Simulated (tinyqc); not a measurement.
# Disorder from G

Question. In a one-dimensional band with self-consistent Born disorder, 1/G^2 = (z - D G)^2 - 4 t^2, z = E + i eta, where z - D G has a positive imaginary part. Find D and Sigma = D G.

Values chosen for this exercise:

| symbol | value | unit | meaning |
|---|---|---|---|
| t | 1 | eV | hopping |
| eta | 0.01 | eV | bare broadening |
| E | 1.905 | eV | energy from the band centre |

G = 0.4027899-1.0216884i 1/eV

Answer. z - D G is the root of 1/G^2 + 4 t^2 with positive imaginary part; then D = (z - root)/G.

D = 0.140 eV^2
Sigma = 0.056-0.143i eV

Numbers from tinyqc (`OMP_NUM_THREADS=1 python tinyqc.py 2720037 2720038 out.jsonl`; about 0.01 s on one thread of a shared Intel Xeon 2.30GHz).
